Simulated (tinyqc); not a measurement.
Worked calculation: Wannier function of the lower band of a two-orbital chain. Values are carried at full precision from step to step, so a last printed digit may differ when a step is redone from the rounded ones.

H(k) = [[-d/2 - 2 ta cos k, -t1 - t2 exp(-ik)], [-t1 - t2 exp(ik), d/2 - 2 tb cos k]], k in 1/a, Bloch sums with exp(ikR) and without the positions inside the cell. Mesh k_j = 2 pi j/N. Projection gauge: each lower eigenvector u is multiplied by the phase that makes <trial|u> real and positive (the one-band case of Loewdin orthogonalisation). Wannier amplitudes w(R) = (1/N) sum_k exp(ikR) u(k); hoppings H(R) = (1/N) sum_k exp(-ikR) E(k).

Inputs chosen for the exercise: d = -0.79 eV (A at -d/2, B at +d/2); t1 = 1.42 eV (A-B in the cell); t2 = 1.27 eV (B to A of the next cell); ta = 0.23 eV (A-A between cells); tb = -0.04 eV (B-B between cells); N = 5 (k points); th = 30 degrees (trial orbital cos(th) A + sin(th) B in cell 0); xb = 0.33 a (position of B (A at 0)); a = 3.2 angstrom (period); kq = 2.17 1/a (point off the mesh).

## Bloch states in the projection gauge

Diagonalise at each mesh point and fix the phase.

Mesh:

| j | E lower (eV) | E upper (eV) | u_A | u_B | \|<trial\|u>\| |
|---|---|---|---|---|---|
| 0 | -2.8829 | 2.5029 | 0.69050 | 0.72333 | 0.9597 |
| 1 | -2.2589 | 2.1415 | 0.63739-0.15144i | 0.70852+0.26230i | 0.9063 |
| 2 | -0.8892 | 1.1966 | 0.37926-0.24913i | 0.77968+0.43150i | 0.7183 |
| 3 | -0.8892 | 1.1966 | 0.37926+0.24913i | 0.77968-0.43150i | 0.7183 |
| 4 | -2.2589 | 2.1415 | 0.63739+0.15144i | 0.70852-0.26230i | 0.9063 |

The projection is smallest at j = 2 and 3 (0.7183); the gauge is smooth as long as it stays away from zero.

## The Wannier function

w(R) = (1/N) sum_j exp(2 pi i j R/N) u_j, for the N cells nearest the origin; it is real.

Amplitudes:

| R | on A | on B |
|---|---|---|
| -2 | 0.0379 | -0.0907 |
| -1 | -0.0220 | 0.1812 |
| 0 | 0.5448 | 0.7399 |
| 1 | 0.2103 | -0.2213 |
| 2 | -0.0805 | 0.1142 |

norm = 1.0000

Cell 0 holds 84.4 % of the weight.

## Centre and spread in real space

Point-like orbitals at R (A) and R + xb (B): centre <x>, spread <x^2> - <x>^2.

centre in units of a = 0.294
centre in angstrom = 0.942
spread = 2.504 angstrom^2

## The same from overlaps (Marzari-Vanderbilt)

b = 2 pi/N; M_j = u_j^+ diag(1, exp(-i b xb)) u_(j+1), with u_N = u_0. Centre = -(1/2 pi) sum arg M_j; gauge-invariant part Omega_I = (1/(N b^2)) sum (1 - |M_j|^2); gauge-dependent part Omega_D = (1/(N b^2)) sum (arg M_j + b centre)^2.

Overlaps:

| j | \|M_j\| | arg M_j (rad) |
|---|---|---|
| 0 | 0.9951 | -0.1385 |
| 1 | 0.9698 | -0.2895 |
| 2 | 0.6283 | -1.2525 |
| 3 | 0.9698 | -0.2895 |
| 4 | 0.9951 | -0.1385 |

centre from overlaps = 0.336 a
Omega_I = 0.0942 a^2
Omega_D = 0.1122 a^2

The centre is the Berry phase over 2 pi and does not depend on the trial orbital (modulo a). Omega_D is 54.4 % of the total; in one dimension a gauge that spreads the phase evenly removes it. The total is 0.2063 a^2, against 0.2900 a^2 (centre 0.352 a) in real space on 96 cells. The overlaps are finite differences in k, which are coarse on this mesh, and the function does not fit into N cells.

## Hoppings and interpolation

H(R) = (1/N) sum_j E_j cos(2 pi j R/N) for R = 0 to N/2. Interpolation: E(k) = H(0) + 2 sum H(R) cos(kR), the term R = N/2 of an even mesh counted once.

H(0), H(1), ... (eV): -1.8358  -0.5681  0.0445

interpolated E(kq) = -1.2275 eV

The exact value is -1.2693 eV; the interpolation is off by +41.8 meV. Though the chain has short hoppings, the single band has longer ones, made by paths through the other orbital, which the tails of the Wannier function carry.

## Checks

- Centre from overlaps against the real-space centre on 200 points: both 0.3518.
- Omega_I + Omega_D against the real-space spread on 200 points: both 0.290.

(tinyqc, `OMP_NUM_THREADS=1 python tinyqc.py 1450714 1450715 out.jsonl`, Intel(R) Xeon(R) Processor @ 2.30GHz, 1 thread, shared host, about 0.2 s.)
